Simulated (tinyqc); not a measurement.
Bandgap voltage reference from two bipolar transistors: output against temperature.

Two transistors of area 1 and N carry the same current I. Is(T) = Is (T/T0)^eta exp[(Vg0 q/kB)(1/T0 - 1/T)], VBE1 = Vt ln(I/Is(T)) + I rb, VBE2 = Vt ln(I/(N Is(T))) + I rb/N. The amplifier forces I R1(T) = VBE1 - VBE2 + Vos, with R(T) = R (1 + tc (T - T0)) for both resistors, and the output is Vref = VBE1 + I R2(T). Base currents and the Early effect are neglected.

Vt = kB T/q; I = (Vt ln N + Vos)/(R1(T) - rb (1 - 1/N)).

Inputs (values chosen for the exercise); values of the order met in silicon bipolar transistors: reference temperature T0 = 298 K; band-gap voltage extrapolated to 0 K Vg0 = 1.146 V; temperature exponent of the saturation current eta = 3.7; saturation current of the unit transistor at T0 Is = 1.5e-17 A; area ratio of the second transistor N = 4; resistor across which the difference of VBE falls, at T0 R1 = 33 kohm; temperature coefficient of both resistors tc = 0 ppm/K; offset of the amplifier Vos = 0 mV; series resistance of the unit transistor rb = 0 ohm; output resistor at T0 R2 = 563.4 kohm.

Constants: q = 1.602176634e-19 C, kB = 1.380649e-23 J/K. Results are converted to the units shown.

Result of one run:

| I (uA) | VBE1 (V) | I R2 (V) | Vref (V) | Vref - Vref(T0) (mV) | dVref/dT (uV/K) |
|---|---|---|---|---|---|
| 0.7892 | 0.7931 | 0.4446 | 1.238 | -11.99 | 188.2 |

Which temperature T gave this result: 218, 233, 298 or 423 K?

T = 218 K.

The whole series:

| T (K) | I (uA) | VBE1 (V) | I R2 (V) | Vref (V) | Vref - Vref(T0) (mV) | dVref/dT (uV/K) |
|---|---|---|---|---|---|---|
| 218 | 0.7892 | 0.7931 | 0.4446 | 1.238 | -11.99 | 188.2 |
| 233 | 0.8435 | 0.7652 | 0.4752 | 1.240 | -9.289 | 172.7 |
| 253 | 0.9159 | 0.7277 | 0.5160 | 1.244 | -6.029 | 153.5 |
| 273 | 0.9883 | 0.6898 | 0.5568 | 1.247 | -3.138 | 135.8 |
| 298 | 1.079 | 0.6420 | 0.6078 | 1.250 | 0 | 115.5 |
| 323 | 1.169 | 0.5936 | 0.6588 | 1.252 | 2.649 | 96.72 |
| 348 | 1.260 | 0.5448 | 0.7098 | 1.255 | 4.847 | 79.37 |
| 373 | 1.350 | 0.4956 | 0.7607 | 1.256 | 6.628 | 63.23 |
| 398 | 1.441 | 0.4460 | 0.8117 | 1.258 | 8.018 | 48.13 |
| 423 | 1.531 | 0.3961 | 0.8627 | 1.259 | 9.042 | 33.96 |

VBE1 falls by 1.94 mV/K on average and I R2 rises by 2.04 mV/K. The slope of Vref vanishes at T = 489 K. Between 233 and 398 K Vref spans 17.3 mV, or 83.9 ppm/K by the box method (span over the average over T, over 165 K).

tinyqc, about 0.02 s, one thread, Intel Xeon 2.30GHz (shared host): `OMP_NUM_THREADS=1 python tinyqc.py 2062178 2062179 out.jsonl`
